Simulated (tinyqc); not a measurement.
## Thermal resistances of a two-die stack

Inverse problem. Heat leaves through the lower die only, and the system is linear. Find the resistance R1 from the lower die to the coolant, R2 between the dies, and the rise of the upper die when both are powered.

Parameters, values chosen for the exercise: power of the lower die P1 = 39 W; power of the upper die P2 = 13 W.

rises of the lower and upper die with only the lower one powered (K): 15.21  15.21
rises of the lower and upper die with only the upper one powered (K): 5.07  8.97

Answer. With only the lower die powered no heat crosses R2, so both dies rise by P1 R1; the difference in the second test is P2 R2; rises add.

R1 = 0.390 K/W
R2 = 0.300 K/W
rise of the upper die = 24.2 K

Computed by the program tinyqc: `OMP_NUM_THREADS=1 python tinyqc.py 2162036 2162037 out.jsonl`, one thread of a shared Intel Xeon 2.30GHz, about 0.03 s for the whole run.
